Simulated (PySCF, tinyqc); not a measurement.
Worked calculation: RHF in the sto-6g basis, for H2, spin multiplicity 1. This run ends on a higher stationary point, not on the lowest solution. The lowest restricted solution is unstable here: a spin-polarised one lies 0.0305 hartree lower (PySCF). Computed by tinyqc, a small Python program that keeps every step (integrals from PySCF). Settings: charge = 0, multiplicity = 1, basis = sto-6g, energy threshold = 1e-08, iteration cap = 56, orthogonalisation = symmetric, start = highest core orbitals, DIIS depth = 8, DIIS from iteration = 3, shift = 1.0, method = RHF. Command: `OMP_NUM_THREADS=1 python tinyqc.py 29891 29892 out.jsonl` (the two numbers bound the seeds that draw the settings). One thread of a shared host (Intel(R) Xeon(R) Processor @ 2.60GHz), about 0.03 s of CPU time with the checks.

Geometry (angstrom):
```
atom        x        y        z
H     0.00000  0.00000  0.00000
H     0.00000  0.00000  1.41500
```

Stop when the energy changes by less than 1e-08 hartree and every element of the error matrix X^T (F D S - S D F) X is below 3e-05.

Course of the cycle:
```
iteration  E (hartree)   change  largest element of the error matrix
1           -0.3620115        -                             1.59e-17
2           -0.3620115  0.00000                             1.59e-17
```

Can the last value be used, and what does the course show?

No, though the log alone does not show it. Converged in 2 iterations. But the solution lies 0.58253 hartree above the reference: it is another stationary point, not the lowest restricted one. Reruns (cap 100 unless said): DIIS 8: converged in 2 to a higher stationary point; damping 0.5: converged in 2 to a higher stationary point; level shift 0.5: converged in 2 to a higher stationary point; atomic densities as start, DIIS 8: converged in 3. PySCF RHF in the same basis = -0.9445389 hartree.
